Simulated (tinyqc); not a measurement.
# Rectangular fin or nanosheet with a gate all round, subbands and threshold shift from confinement: effects of single changes

Undoped body with a flat potential across it, hard walls, transport along x. One isotropic valley (g = 1, mx = my = mz = me). Non-parabolicity enters the subband edges through E (1 + al E) = gamma, so E = 2 gamma/(1 + sqrt(1 + 4 al gamma)); motion within a subband is taken as parabolic with the band-edge mass. Energies are counted from the bulk band edge.

Inputs (values chosen for the exercise); masses close to those of InAs: temperature T = 77 K; mass at the band edge me = 0.0231 m0; non-parabolicity al = 2.6 1/eV; width (along y) t = 7.7 nm; widening of the box by penetration into the insulator dl = 0.3 nm; gate capacitance per area of interface Cg = 1.6 uF/cm^2; height (along z) H = 7.7 nm.

Constants: q = 1.602176634e-19 C, kB = 1.380649e-23 J/K, hbar = 1.054571817e-34 J s, m0 = 9.1093837015e-31 kg, Vt = kB T/q, hbar^2/(2 m0) = 0.0380998212 eV nm^2. Results are converted to the units shown.

Each table varies one quantity; the others keep the values above.

## Confinement against the height

gamma = C pi^2 [a^2/(my (t + dl)^2) + b^2/(mz (H + dl)^2)], C = hbar^2/(2 m0). Each subband has N_k = g sqrt(2 mx m0 kB T/(pi hbar^2)); without degeneracy n = exp(EF/Vt) sum N_k exp(-E_k/Vt). Classical value Nc times t H, Nc = sum over valleys of 2 g (m m0 kB T/(2 pi hbar^2))^1.5 with m = (mx my mz)^(1/3). Threshold shift dVT = Vt ln(classical value/sum N_k exp(-E_k/Vt)). With degeneracy n = sum N_k F((EF - E_k)/Vt), F(x) = (1/sqrt(pi)) int_0^infinity u^(-1/2) du/(1 + exp(u - x)); gate: Vg = EF + q n/(Cg P), P = 2 (t + H), summed over the 60 lowest subbands at most, with Vg counted from the value that would put EF at the bulk band edge of an empty body. The last two columns are for Vg = 0.7 V; sensitivity d(dVT)/dH by central differences between 0.99 and 1.01 times the value.

Result of one run:
```
H (nm)  E_1 (meV)  gap to the next edge (meV)  dVT (mV)  sensitivity (mV/nm)  n/P (cm^-2)  share of the lowest subband (%)
29          184.7                       27.98     167.1              -0.4578     1.997e12                            18.99
```

What becomes of these results when the height (along z) H is changed from 29 to 4.6 nm, all else the same?

Result of the changed run:
```
H (nm)  E_1 (meV)  gap to the next edge (meV)  dVT (mV)  sensitivity (mV/nm)  n/P (cm^-2)  share of the lowest subband (%)
4.6         436.6                       201.1     406.9               -83.18     8.537e11                            99.50
```

The whole series:
```
H (nm)  E_1 (meV)  gap to the next edge (meV)  dVT (mV)  sensitivity (mV/nm)  n/P (cm^-2)  share of the lowest subband (%)
4.6         436.6                       201.1     406.9               -83.18     8.537e11                            99.50
6.3         335.5                       228.6     307.8               -40.21     1.138e12                            77.89
8.6         270.1                       209.1     244.6               -18.44     1.480e12                            54.51
12          227.4                       128.3     204.1               -7.464     1.639e12                            42.64
16          205.7                       80.65     184.2               -3.219     1.759e12                            33.52
22          191.6                       46.39     172.3               -1.173     1.925e12                            24.36
29          184.7                       27.98     167.1              -0.4578     1.997e12                            18.99
40          180.1                       15.22     164.0              -0.1623     2.085e12                            13.90
```

As H grows from 4.6 to 40 nm, E_1 falls from 437 to 180 meV and dVT falls from 407 to 164 mV. E_1 goes as H^(-0.84) at the thin end; an error of 0.2 nm moves the threshold by 17 mV in the first row and 0.032 mV in the last. The charge per interface area rises from 8.54e11 to 2.09e12 cm^-2. For H = 6.3, 8.6, 12, 16, 22, 29, 40 the charge in the last two columns would bend the potential across the body by some 30 mV or more, which is left out.

## Charge and subband filling against gate voltage

Same model as above.

Each subband has N_k = g sqrt(2 mx m0 kB T/(pi hbar^2)). Cq = q dn/dEF.

Result of one run:
```
Vg (V)  EF - E_1 (eV)  n (cm^-1)  n/P (cm^-2)  share of the lowest subband (%)  Cq/(Cg P)  total C/(Cg P)
1.14           0.5142    1.033e7     3.353e12                            34.41      1.208          0.5471
```

What becomes of these results when the gate voltage Vg is changed from 1.14 to 0.76 V, all else the same?

Result of the changed run:
```
Vg (V)  EF - E_1 (eV)  n (cm^-1)  n/P (cm^-2)  share of the lowest subband (%)  Cq/(Cg P)  total C/(Cg P)
0.76           0.3029    5.140e6     1.669e12                            53.06     0.8170          0.4497
```

The whole series:
```
Vg (V)  EF - E_1 (eV)  n (cm^-1)  n/P (cm^-2)  share of the lowest subband (%)  Cq/(Cg P)  total C/(Cg P)
0.14          -0.1500   5.432e-5        17.64                            100.0  2.661e-10       2.661e-10
0.27         -0.02053    1.572e4      5.105e9                            100.0    0.07467         0.06948
0.39          0.06054    1.213e6     3.939e11                            100.0     0.3332          0.2499
0.51           0.1563    1.958e6     6.358e11                            100.0     0.2043          0.1696
0.64           0.2482    3.132e6     1.017e12                            78.82      1.707          0.6306
0.76           0.3029    5.140e6     1.669e12                            53.06     0.8170          0.4497
0.89           0.3809    6.738e6     2.188e12                            45.40     0.5689          0.3626
1.01           0.4449    8.460e6     2.747e12                            39.08      1.080          0.5193
1.14           0.5142    1.033e7     3.353e12                            34.41      1.208          0.5471
```

EF passes E_1 = 0.290 eV at Vg = 0.297 V. The share of the lowest subband falls from 100 to 34.4 % and the total capacitance moves up and down between 2.66e-10 and 0.631 of Cg P. Between the last two rows 53 % of the added gate voltage goes into raising EF. For Vg = 0.76, 0.89, 1.01, 1.14 the charge would bend the potential across the body by some 30 mV or more, which is left out.

Range of the model: Non-parabolicity also makes carriers heavier within each subband, which is left out, so densities of states are understated at high energy.

Computed by the program tinyqc: `OMP_NUM_THREADS=1 python tinyqc.py 2350123 2350124 out.jsonl`, one thread of a shared Intel Xeon 2.30GHz, about 0.1 s for the whole run.
